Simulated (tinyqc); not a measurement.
Bloch-Grueneisen resistivity of a metal: one step, computed by the program tinyqc. Command: `OMP_NUM_THREADS=1 python tinyqc.py 3006234 3006235 out.jsonl bg walk`. One thread of a shared host (Intel(R) Xeon(R) Processor @ 2.30GHz), about 0.01 s of CPU time with the checks.

Electrons scatter from a Debye spectrum of phonons (n = 5 for scattering within one band, n = 3 for scattering into a second, heavy band) and from static defects.

Question. Total resistivity and derived numbers. J_n(y) = int_0^y x^n e^x/(e^x - 1)^2 dx, by 96 Gauss-Legendre points (upper limit at most 60). rho_ph = (n - 1) rho_1 (T/Theta)^n J_n(Theta/T), with rho_1 = 2 pi lambda_tr k_B Theta/(hbar eps_0 w_p^2), the high-temperature line at T = Theta. Matthiessen's rule: rho = rho_0 + rho_ph. Temperature coefficient (1/rho) d rho/dT by a central difference of +/- 0.5 K; residual ratio rho(295 K)/rho(4.2 K); scattering time tau = 1/(eps_0 w_p^2 rho); Wiedemann-Franz kappa = L_0 T/rho, L_0 = (pi^2/3)(k_B/e)^2.

Inputs (values chosen for the exercise, modelled on aluminium): exponent n = 5; Debye temperature Theta = 383 K; transport coupling lambda_tr = 0.34; Drude plasma energy hbar w_p = 12 eV; residual resistivity rho_0 = 0.0061 microohm cm; temperature T = 373 K.

Addition: none.

Constants: k_B = 1.380649e-23 J/K; hbar = 1.054571817e-34 J s; eps_0 = 8.8541878128e-12 F/m; hbar = 6.582119569e-16 eV s; k_B = 8.617333262e-05 eV/K.

Give: resistivity rho; temperature coefficient; residual resistance ratio; scattering time; Wiedemann-Franz conductivity.

Answer.

resistivity rho = 3.351 microohm cm

temperature coefficient = 2.983 1e-3/K

residual resistance ratio = 420.1

scattering time = 10.14 fs

Wiedemann-Franz conductivity = 271.9 W/(m K)

The coefficient is 1.11 times 1/T; it exceeds 1/T because the phonon part, extended linearly, meets zero above T = 0.
